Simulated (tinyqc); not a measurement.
Inside a calculation. Model: four-point probe, van der Pauw, Hall and spreading-resistance readings of a semiconductor layer. Computed by tinyqc, a small Python program that keeps every step. Command: `OMP_NUM_THREADS=1 python tinyqc.py 3113559 3113560 out.jsonl probe walk`. One thread of a shared host (Intel(R) Xeon(R) Processor @ 2.30GHz), about 0.01 s of CPU time with the checks. Intermediate numbers are printed to about 6 digits and carried at full precision; extremes and crossings named in words are read from the listed rows.

The layer is uniform and ohmic; contacts are points unless a radius is given.

Inputs (values chosen for the exercise, modelled on n-type silicon):
```
quantity                                        value        unit
carrier density n                             2.9e+15      1/cm^3
drift mobility mu                                1430  cm^2/(V s)
layer thickness t                                 160  micrometre
probe spacing s                                   0.5          mm
current I                                         0.1          mA
side ratio a/b of the van der Pauw rectangle      1.6           -
magnetic field B                                  1.1           T
Hall factor r_H                                   1.2           -
wafer diameter over spacing D/s                    66           -
```

Backing of the layer: insulating.

Constants: e = 1.602176634e-19 C.

## Resistivity and sheet resistance

rho = 1/(e n mu); R_s = rho/t.

resistivity rho = 1.50507 ohm cm

sheet resistance R_s = 94.0666 ohm/square

## Four-point voltage

Collinear probes with equal spacing on a layer with insulating backing: images at depth 2 m t give V = (rho I/(2 pi s)) G, G = 1 + 4 sum_(m>=1) [1/sqrt(1 + (2 m u)^2) - 1/sqrt(4 + (2 m u)^2)], u = t/s; the sum runs to m = 20000, with the tail 3/(32 u^3 M^2) added to the sum for M = 20000. Limits: thick, rho = 2 pi s V/I; thin on an insulator, rho = (pi/ln 2) t V/I.

t/s = 0.32

G = 4.33244

voltage V = 2.07557 mV

rho by the thick formula = 6.52061 ohm cm

rho by the thin formula = 1.50516 ohm cm

The thick formula is off by +333.2 % and the thin one by 0.0 %.

## Thickness correction

The last two columns give rho(formula)/rho for rho = 2 pi s V/I and rho = (pi/ln 2) t V/I.

Correction against t/s:
```
t/s        G  thick formula  thin formula
0.1  13.8629        13.8629       1.00000
0.2   6.9315         6.9315       1.00000
0.3   4.6211         4.6211       1.00003
0.5   2.7799         2.7799       1.00264
0.7   2.0175         2.0175       1.01871
1.0   1.5045         1.5045       1.08524
1.5   1.1973         1.1973       1.29547
2.0   1.0939         1.0939       1.57814
3.0   1.0306         1.0306       2.23037
5.0   1.0070         1.0070       3.63194
```

The thin formula holds to 1 % up to t/s = 0.5 and the thick one holds to 1 % from t/s = 5.

## Finite wafer

For a thin circular wafer probed at its centre, R_s = C V/I with C = pi/(ln 2 + ln[((D/s)^2 + 3)/((D/s)^2 - 3)]).

factor C = 4.52337

error if pi/ln 2 is used = 0.198718 %

## The two van der Pauw resistances

Thin rectangle with point contacts at the corners; for R_B current and voltage contacts lie along the two sides of length a, for R_A along those of length b: exp(-pi R_A/R_s) = (theta_4/theta_3)^4, exp(-pi R_B/R_s) = (theta_2/theta_3)^4 with q = exp(-pi a/b), theta_2 = 2 sum_(m>=0) q^((m + 1/2)^2), theta_3 = 1 + 2 sum_(m>=1) q^(m^2), theta_4 = 1 + 2 sum_(m>=1) (-1)^m q^(m^2).

R_A = 3.14361 ohm

R_B = 69.0452 ohm

ratio R_B/R_A = 21.9637

## Solving the van der Pauw equation

Solve exp(-pi z R_A) + exp(-pi z R_B) = 1 for z = 1/R_s by seven Newton steps from z = 2 ln 2/(pi (R_A + R_B)); f = R_s 2 ln 2/(pi (R_A + R_B)).

Steps:
```
step  1/z (ohm)  left side less 1
0       163.593       2.06974e-01
1       108.619       4.88291e-02
2        95.455       4.77682e-03
3        94.083       5.70181e-05
4        94.067       8.33937e-09
5        94.067                 0
6        94.067                 0
```

R_s found = 94.0666 ohm/square

correction f = 0.575005

Averaging R_A and R_B without f would overstate R_s by 73.9 %.

## Hall reading

V_H = r_H I B/(e n t); apparent density n/r_H; Hall mobility r_H mu; Hall angle tan = r_H mu B (SI).

Hall voltage = 1.77560 mV

apparent density = 2.41667e+15 1/cm^3

Hall mobility = 1716 cm^2/(V s)

tangent of the Hall angle = 0.18876

Checks made by the program: thin limit of G, 2 ln 2/u at u = 0.02 (relative difference below 1e-10); R_s recovered (relative difference below 1e-10).
